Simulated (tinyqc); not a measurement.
Threshold-voltage variability of a planar MOSFET, analytic estimates: effect of the correlation length of the roughness.

Three independent sources add in quadrature: random dopants in the depleted layer, metal-gate grains of two orientations, and roughness of the two gate edges acting through the roll-off VT = VT(long) - Vr exp(-L/l). These are first-order estimates: no three-dimensional electrostatics, no percolation.

ni = sqrt(Nc Nv) exp(-Eg/(2 Vt)), Eg in volts; Cox = 3.9 eps0/ti; Wd = sqrt(4 eps0 eps_r Vt ln(Na/ni)/(q Na)); dopants: s1 = (q/Cox) sqrt(Na Wd/(3 L W)). Grains: Ng = L W/G^2 (at least 1), s2 = dW sqrt(p (1 - p)/Ng). Edges, with exponential correlation and u = W/La: the mean gate length has sL^2 = 2 De^2 (2/u)[1 - (1 - exp(-u))/u]; s3 = sL (Vr/l) exp(-L/l). s = sqrt(s1^2 + s2^2 + s3^2). l and Vr are held fixed.

Values chosen for this exercise; material values close to those of silicon:
```
symbol,value,unit,meaning
T,293,K,temperature
Eg,1.1,eV,band gap
eps_r,11.8,,relative permittivity of the semiconductor
Nc,2.75e19,cm^-3,conduction-band density of states at T
Nv,2.58e19,cm^-3,valence-band density of states at T
Na,5e17,cm^-3,channel doping
ti,2,nm,oxide-equivalent thickness in inversion
L,20,nm,gate length
W,80,nm,gate width
G,10,nm,metal grain size
dW,0.1,eV,work-function difference of the two grain orientations
p,0.6,,share of the orientation of higher work function
De,1.3,nm,rms roughness of one gate edge
l,4.6,nm,decay length of the threshold roll-off
Vr,1.9,V,prefactor of the roll-off
```

Constants: q = 1.602176634e-19 C, kB = 1.380649e-23 J/K, Vt = kB T/q, eps0 = 8.8541878128e-14 F/cm where lengths are in cm. Results are converted to the units shown.

The same in every row: s1 (mV) = 20.84; s2 (mV) = 12.25.

Result of one run:

| La (nm) | s3 (mV) | s (mV) | s sqrt(L W) (mV um) |
|---|---|---|---|
| 10 | 4.594 | 24.61 | 0.9843 |

What becomes of these results when the correlation length of the roughness La is changed from 10 to 5 nm, all else the same?

Result of the changed run:

| La (nm) | s3 (mV) | s (mV) | s sqrt(L W) (mV um) |
|---|---|---|---|
| 5 | 3.362 | 24.41 | 0.9763 |

The whole series:

| La (nm) | s3 (mV) | s (mV) | s sqrt(L W) (mV um) |
|---|---|---|---|
| 2 | 2.169 | 24.27 | 0.9709 |
| 5 | 3.362 | 24.41 | 0.9763 |
| 10 | 4.594 | 24.61 | 0.9843 |
| 20 | 6.033 | 24.92 | 0.9967 |
| 40 | 7.401 | 25.28 | 1.011 |
| 80 | 8.425 | 25.60 | 1.024 |
| 160 | 9.068 | 25.82 | 1.033 |

As La goes from 2 to 160 nm, s rises from 24.3 to 25.8 mV. The dopants are the largest source in the first and the last row. The edge term s3 rises from 2.17 to 9.07 mV: a longer correlation averages out less along the width. In every row the depletion depth exceeds L, so source and drain share much of the charge and s1 is rough.

Computed by the program tinyqc: `OMP_NUM_THREADS=1 python tinyqc.py 2090157 2090158 out.jsonl`, one thread of a shared Intel Xeon 2.30GHz, about 0.01 s for the whole run.
